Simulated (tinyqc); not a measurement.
Double-gate transistor, scale length and short-channel effects: one step of the calculation.

A body of thickness ts between two insulators of thickness ti and two tied gates. Below threshold the potential that source and drain add obeys Laplace's equation and vanishes on the gate. Its lowest mode decays along the channel as exp(-k y); k is the smallest positive root of the matching condition at the interface, and the scale length is Lambda = pi/k.

Task. Threshold shift, barrier position and swing. Along the channel psi(y) = s + a exp(y/l) + b exp(-y/l) with psi(0) = Vbi, psi(L) = Vbi + Vds and l = 1/k = Lambda/pi; with A = Vbi - s, B = A + Vds, x = exp(-L/l): a = (B - A x) x/(1 - x^2), b = (A - B x)/(1 - x^2). The minimum is s + 2 sqrt(a b), at y = (l/2) ln(b/a). The long-channel potential follows the gate as s = sT + (Vg - VTL)/m, and the threshold VT is the gate voltage at which the minimum equals sT. Swing = m Vt ln 10/g at threshold, g = d(minimum)/ds = 1 - (b x + a)/((1 + x) sqrt(a b)).

Parameters, values chosen for the exercise; permittivities: semiconductor made up, insulator close to that of silicon dioxide:
- T = 300 K (temperature)
- L = 28 nm (channel length)
- Vbi = 0.86 V (potential of the source)
- sT = 0.58 V (potential of the barrier top at threshold)
- VTL = 0.36 V (long-channel threshold)
- m = 1 (long-channel body factor)
- Vds = 0.5 V (drain voltage)

Constants: q = 1.602176634e-19 C, kB = 1.380649e-23 J/K, Vt = kB T/q. Results are converted to the units shown.

l = 4.0313277 nm

Wanted: s at threshold; a; b; position of the minimum; VT; swing.

Result.

s at threshold = 0.54887 V
a = 7.8072e-4 V
b = 0.31035 V
position of the minimum = 12.064 nm
VT = 0.32887 V
swing = 63.958 mV/decade

The threshold lies 31.1 mV below the long-channel value, and the barrier top sits at 0.43 L from the source.

Program tinyqc, `OMP_NUM_THREADS=1 python tinyqc.py 2420022 2420023 out.jsonl`; Intel Xeon 2.30GHz, shared host, one thread, about 0.01 s.
